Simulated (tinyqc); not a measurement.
Velocity overshoot from momentum and energy balance equations after a field step: one step, computed by the program tinyqc.

At t = 0 the field jumps from 0 to F in a uniform sample. v is the drift velocity and u = w - (3/2) k_B T the excess energy per carrier.

Problem. First four steps. dv/dt = e F/m - v/tau_m(u), du/dt = e F v - u/tau_E, tau_m(u) = tau_0/(1 + c u), tau_0 = m mu_0/e, c = mu_0/(e tau_E v_s^2); this choice gives the steady state v (1 + mu_0 F v/v_s^2) = mu_0 F, which saturates at v_s. Step: v_new = v + dt (e F/m - v/tau_m(u)), u_new = u + dt (e F v - u/tau_E). Start v = u = 0; the distance adds dt (v + v_new)/2.

Inputs (values chosen for the exercise, modelled on electrons in 4H-SiC except for tau_E): energy relaxation time tau_E = 0.26 ps; field after the step F = 15 kV/cm; lattice temperature T = 300 K; time step dt = 16 fs.

Scheme: explicit Euler.

c = 9.230769 1/eV

tau_0 = 185.5790 fs

acceleration e F/m = 0.007759500 1e7 cm/s per fs

Give: Steps.

Solution.

Steps:
```
step  t (fs)  v (1e7 cm/s)    u (eV)  tau_m (fs)
1         16        0.1242  0.000000       185.6
2         32        0.2376  0.000298       185.1
3         48        0.3412  0.000850       184.1
4         64        0.4357  0.001616       182.9
```

After the first step u is still 0, below the drift energy m v^2/2, because the explicit scheme uses the old v: an error of the finite time step.
